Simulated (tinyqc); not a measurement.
Heavy doping: band filling, gap narrowing, band tails and the effective intrinsic density: one step, computed by the program tinyqc.

An n-type crystal above its Mott density, with all dopants ionised: n = N_D - N_A, ionised centres N_I = N_D + N_A. Valleys are taken as spherical with mass m_e.

Problem. Screening, narrowing and potential fluctuations. Screening: q^2 = (e/(eps eps_0)) dn/dE_F. Exchange lowers the conduction band by (1/pi) k_F e^2/(4 pi eps_0 eps) (T = 0 Hartree-Fock at k_F, taken as a rigid shift). Screening raises the valence band by (q/2) e^2/(4 pi eps_0 eps) (static Coulomb hole). The narrowing is the sum; electron correlation and carrier-ion shifts are left out. Root-mean-square potential of randomly placed ions: V_rms = (e^2/(4 pi eps_0 eps)) sqrt(2 pi N_I/q).

Inputs (values chosen for the exercise, modelled on CdS):
```
quantity                    value   unit
valleys M_c                     1      -
dielectric constant eps       8.5      -
donor density N_D           2e+19  cm^-3
compensation ratio N_A/N_D    0.5      -
temperature T                 400      K
```

Conduction band: parabolic.

n = 1.00e+19 cm^-3

dn/dE_F = 1.472555e+20 cm^-3/eV

Constants: e = 1.602176634e-19 C; eps_0 = 8.8541878128e-12 F/m; e^2/(4 pi eps_0) = 14.39964548 eV angstrom; k_B = 8.617333262e-05 eV/K.

Give: screening length 1/q; exchange term; Coulomb-hole term; gap narrowing; V_rms.

Solution.

screening length 1/q = 17.86 angstrom

exchange term = 35.94 meV

Coulomb-hole term = 47.43 meV

gap narrowing = 83.37 meV

V_rms = 98.29 meV

Caution: V_rms exceeds both E_F and k_B T, so band tails reshape the edge. Caution: r_s is above 1.2, where these high-density terms are rough.
